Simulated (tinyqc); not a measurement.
Worked calculation: Hubbard chain of 3 sites. Computed by tinyqc, a small Python program that keeps every step. Settings: hopping = 0.76, U = 6.9, mixing = 1, iteration cap = 56. Command: `OMP_NUM_THREADS=1 python tinyqc.py 20879 20880 out.jsonl` (the two numbers bound the seeds that draw the settings). One thread of a shared host (Intel(R) Xeon(R) Processor @ 2.60GHz), about 0.2 s of CPU time with the checks.

one-body matrix (hopping and site energies) (eV), lower triangle:
```
           1          2         3
1   0.000000
2  -0.760000   0.000000
3   0.000000  -0.760000  0.000000
```

U = 6.900000 eV

electrons, up and down: 1  1

n(up) at the start (a guess, not normalised): 1 0.333000, 2 0.333000, 3 0.333000

n(down) at the start (a guess): 1 0.333000, 2 0.333000, 3 0.333000

Each step fills the lowest levels of T + U n(other spin) and sets n(new) = n + mixing (n(out) - n); stop when output and input agree to 1e-8.

Course of the cycle:
```
iteration      E (eV)  largest |n(out) - n(in)|  mean |n_up - n_down|
1          0.43789539                  1.67e-01              0.000000
2          0.84489835                  3.13e-01              0.000000
3          2.68111642                  6.01e-01              0.000000
4          2.26581174                  7.43e-01              0.000000
5          4.43248887                  8.60e-01              0.000000
6          2.51899052                  8.76e-01              0.000000
7          4.55805819                  8.83e-01              0.000000
8          2.53091175                  8.83e-01              0.000000
9          4.56324316                  8.84e-01              0.000000
10         2.53139159                  8.84e-01              0.000000
11         4.56345055                  8.84e-01              0.000000
...               ...                       ...                   ...
46         5.18209927                  9.24e-01              0.000000
47         2.02441893                  9.25e-01              0.000000
48         5.07358147                  9.18e-01              0.000000
49         2.08201310                  9.18e-01              0.000000
50         5.00302045                  9.14e-01              0.000000
51         2.12252401                  9.14e-01              0.000000
52         4.95474149                  9.11e-01              0.000000
53         2.15161867                  9.11e-01              0.000000
54         4.92059746                  9.09e-01              0.000000
55         2.17286387                  9.09e-01              0.000000
56         4.89589924                  9.08e-01              0.000000
```

Can the last value be used, and what does the course show?

Not by the stop rule. Not converged within 56 iterations: the residual has stopped falling: the iteration swings between two states. The lowest mean-field energy found from random starts is -0.98367 eV. Reruns (cap 100 unless said): mixing 0.2: converged in 48 to a higher stationary point (E = 0.23561); mixing 0.5: not converged; mixing 0.9: not converged; the original settings with a cap of 400: not converged.
